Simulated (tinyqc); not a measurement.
Monte Carlo simulation of one carrier in a uniform electric field: one step, computed by the program tinyqc. Command: `OMP_NUM_THREADS=1 python tinyqc.py 3026941 3026942 out.jsonl mcfl walk`. One thread of a shared host (Intel(R) Xeon(R) Processor @ 2.30GHz), about 1 s of CPU time with the checks.

The force e F acts along +z. Flights end at the constant total rate Gamma; the part of Gamma that the real rates do not fill is self-scattering, which leaves k unchanged. One valley, no impurities; equivalent final valleys enter only through Z_f in the optical rate.

Question. Flight 2. Kane band: hbar^2 k^2/(2 m) = E (1 + alpha E), speed v = hbar k/(m (1 + 2 alpha E)), states per spin, volume and energy g(E) = m k (1 + 2 alpha E)/(2 pi^2 hbar^2); overlap factors are set to 1. Masses are multiplied by m_0 and all formulas are in SI units. Flight: t = -ln(r1)/Gamma; k_z grows by e F t/hbar; E follows from the band; dz = (E_end - E_start)/(e F). Use row 2 of the random numbers.

Inputs (values chosen for the exercise, for a model non-polar semiconductor):

| quantity | value | unit |
|---|---|---|
| effective mass m | 0.353 | m_0 |
| non-parabolicity alpha | 0.42 | 1/eV |
| lattice temperature T | 150 | K |
| electric field F | 6.1 | kV/cm |

Crystal: non-polar. Band: Kane.

k after event 1, the start of the next flight (1/nm): 0.0950000  -0.2000000  -0.0301765

Random numbers (0.02 to 0.98, from up to 60 sets tried for early real events), one row a flight:
```
       r1      r2      r3      r4
1  0.1411  0.8817  0.8792  0.6224
2  0.9234  0.5438  0.4077  0.3936
3  0.4745  0.2725  0.6560  0.0498
4  0.3381  0.2291  0.4348  0.2196
5  0.2802  0.2611  0.9478  0.9179
6  0.4467  0.1681  0.3140  0.4356
7  0.2597  0.4517  0.8831  0.1796
```

Gamma = 12.11324 1e12/s

Constants: e = 1.602176634e-19 C; hbar = 1.054571817e-34 J s; m_0 = 9.1093837015e-31 kg.

Give: flight time t; k at the end of the flight; energy at the end; displacement dz.

Answer.

flight time t = 6.579 fs

k at the end of the flight (1/nm): 0.0950  -0.2000  -0.0241

energy at the end = 5.342 meV

displacement dz = -0.05827 nm
